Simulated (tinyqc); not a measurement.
# p-n heterojunction, non-linear Poisson equation by Newton steps, Boltzmann statistics: effects of single changes

One dimension, material 1 (p-type) at x < 0 and material 2 (n-type) at x > 0. Band edges: Ec = -psi in material 1 and -psi + dEc in material 2, Ev = Ec - Eg. Flat quasi-Fermi levels: 0 for holes, +V for electrons. n = Nc F((EFn - Ec)/Vt), p = Nv F((Ev - EFp)/Vt), with F(eta) = exp(eta) (Boltzmann statistics); full ionisation, no interface charge, classical densities; the doping types are chosen for the exercise.

Inputs (values chosen for the exercise); band and dielectric values close to those of CdS and CdTe: temperature T = 400 K; band gap of material 1 Eg1 = 2.4 eV; relative permittivity of material 1 er1 = 8.92; conduction-band density of states of material 1 Nc1 = 3.4e18 cm^-3; valence-band density of states of material 1 Nv1 = 2.79e19 cm^-3; band gap of material 2 Eg2 = 1.49 eV; relative permittivity of material 2 er2 = 10.4; conduction-band density of states of material 2 Nc2 = 1.24e18 cm^-3; valence-band density of states of material 2 Nv2 = 2.79e19 cm^-3; conduction-band offset Ec2 - Ec1 dEc = 0.12 eV; acceptor density of material 1 N1 = 9.3e17 cm^-3; donor density of material 2 N2 = 9.3e15 cm^-3; bias of side 1 against side 2 V = -2.6 V.

Constants: q = 1.602176634e-19 C, kB = 1.380649e-23 J/K, Vt = kB T/q, eps0 = 8.8541878128e-14 F/cm where lengths are in cm. Results are converted to the units shown.

Each table varies one quantity; the others keep the values above.

## Effect of the conduction-band offset Ec2 - Ec1

Exact first integral: on each side D^2/(2 eps0 er) = G, G = q [Vt (nI_j - nI_b) + Vt (pI_j - pI_b) - C (psi_j - psi_b)], with C = -N1 or +N2, b the neutral end of that side, and nI, pI the densities themselves. D is continuous, so er1 G1(psi_j) = er2 G2(psi_j) fixes psi_j. Ends from Nv1 F((-psi_L - Eg1)/Vt) = N1 and Nc2 F((V + psi_R - dEc)/Vt) = N2. D is counted positive when psi rises towards material 2. Depletion (Anderson) capacitance C^2 = q eps0 er1 er2 N1 N2/(2 (er1 N1 + er2 N2)(psi_R - psi_L)). -dD/dV is the change of the displacement at the interface with both quasi-Fermi levels flat; it is the terminal capacitance only while neither side holds an inversion layer. n_j and p_j are densities at the interface.

Effect of the conduction-band offset Ec2 - Ec1:
columns A: dEc (eV); B: psi_R - psi_L (V); C: psi_j - psi_L (V); D: psi_R - psi_j (V); E: D/q (cm^-2); F: n_j in 1 (cm^-3); G: p_j in 2 (cm^-3); H: -dD/dV (nF/cm^2); I: depletion C (nF/cm^2)
```
A          B       C      D         E          F         G        H      I
-0.18  4.534  0.6392  3.895  2.355e12  1.162e-35  1.295e19   0.2108  12.23
-0.1   4.614  0.7148  3.899  2.498e12  1.042e-34  1.470e19   0.1763  12.12
-0.03  4.684  0.7814  3.903  2.617e12  7.190e-34  1.624e19   0.1531  12.03
0.04   4.754  0.8483  3.906  2.732e12  5.003e-33  1.779e19   0.1345  11.94
0.12   4.834  0.9250  3.909  2.857e12  4.633e-32  1.956e19   0.1174  11.84
0.2    4.914   1.002  3.912  2.978e12  4.325e-31  2.134e19   0.1035  11.75
0.27   4.984   1.070  3.915  3.081e12  3.071e-30  2.291e19  0.09351  11.66
0.35   5.064   1.147  3.917  3.194e12  2.901e-29  2.470e19  0.08386  11.57
0.42   5.134   1.215  3.919  3.290e12  2.078e-28  2.627e19  0.07669  11.49
```

As dEc goes from -0.18 to 0.42, the total bending rises from 4.53 to 5.13 V and the sheet charge D/q rises from 2.35e12 to 3.29e12 cm^-2; the share of the bending in material 1 rises from 14.1 to 23.7 %. The alignment is staggered for dEc = 0.04, 0.12, 0.2, 0.27, 0.35, 0.42 eV. The capacitance departs most from the depletion formula at dEc = 0.42, where it is 99 % below it, and there the holes at the interface in material 2 outnumber its donors: an inversion layer has formed, which screens D from the bias. In every row a density at the interface exceeds 0.3 of the band density of states, which Boltzmann statistics overestimate.

## Effect of the donor density of material 2

Same model as above.

Effect of the donor density of material 2:
columns A: N2 (cm^-3); B: psi_R - psi_L (V); C: psi_j - psi_L (V); D: psi_R - psi_j (V); E: D/q (cm^-2); F: n_j in 1 (cm^-3); G: p_j in 2 (cm^-3); H: -dD/dV (nF/cm^2); I: depletion C (nF/cm^2)
```
A           B       C      D         E          F         G         H      I
4.6e14  4.730  0.9234  3.807  2.855e12  4.417e-32  2.052e19  0.005552  2.678
1.1e15  4.761  0.9235  3.837  2.855e12  4.432e-32  2.045e19   0.01332  4.126
2.6e15  4.790  0.9237  3.866  2.855e12  4.467e-32  2.029e19   0.03171  6.317
6.1e15  4.820  0.9244  3.895  2.857e12  4.552e-32  1.991e19   0.07572  9.626
1.4e16  4.848  0.9259  3.922  2.859e12  4.758e-32  1.905e19    0.1811  14.47
3.4e16  4.879  0.9301  3.949  2.866e12  5.374e-32  1.687e19    0.4924  22.20
7.9e16  4.908  0.9419  3.966  2.884e12  7.560e-32  1.199e19     1.564  32.87
1.9e17  4.938   1.018  3.920  3.002e12  6.808e-31  1.331e18     20.04  47.88
```

What does the comparison show?

As N2 goes from 4.6e14 to 1.9e17, the total bending rises from 4.73 to 4.94 V and the sheet charge D/q rises from 2.85e12 to 3.00e12 cm^-2; the share of the bending in material 1 goes from 19.5 through a minimum of 19.1 (at N2 = 3.4e16 among the rows listed) to 20.6 %. The capacitance departs most from the depletion formula at N2 = 4.6e14, where it is 100 % below it, and there the holes at the interface in material 2 outnumber its donors: an inversion layer has formed, which screens D from the bias. For N2 = 4.6e14, 1.1e15, 2.6e15, 6.1e15, 1.4e16, 3.4e16, 7.9e16 a density at the interface exceeds 0.3 of the band density of states, which Boltzmann statistics overestimate.

Computed by the program tinyqc: `OMP_NUM_THREADS=1 python tinyqc.py 2040172 2040173 out.jsonl`, one thread of a shared Intel Xeon 2.30GHz, about 0.07 s for the whole run.
